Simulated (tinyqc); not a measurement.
From results back to parameters: parabolic quantum dot in a magnetic field (Fock-Darwin). Two cases, with inputs chosen for the exercise.

Problem. The two far-infrared modes of a parabolic dot are W +/- wc/2 with W = sqrt(w0^2 + wc^2/4) and hbar wc = 2 muB B/m. They were computed from hidden w0 and m.

Constants: muB = 5.788381798e-05 eV/T.

Case 1.

Values chosen (out of a larger set: near those of a gate-defined dot in GaAs; not measured data): B = 2.19 T (magnetic field).

modes (meV): 10.03298  6.22048

Case 2.

Values chosen (out of a larger set: near those of a gate-defined dot in InAs; not measured data): B = 1 T (magnetic field).

modes (meV): 7.31459  3.55590

Find: hbar wc; m; hbar w0.

Solution. Their difference is hbar wc and their product (hbar w0)^2.

Case 1.

hbar wc = 3.812 meV
m = 0.0665 m0
hbar w0 = 7.90 meV

Case 2.

hbar wc = 3.759 meV
m = 0.0308 m0
hbar w0 = 5.10 meV

Computed by tinyqc, one run a case: `OMP_NUM_THREADS=1 python tinyqc.py N N+1 out.jsonl` with N = 1251638, 1251771; one thread of a shared Intel(R) Xeon(R) Processor @ 2.30GHz, about 0.08 s a run at most.
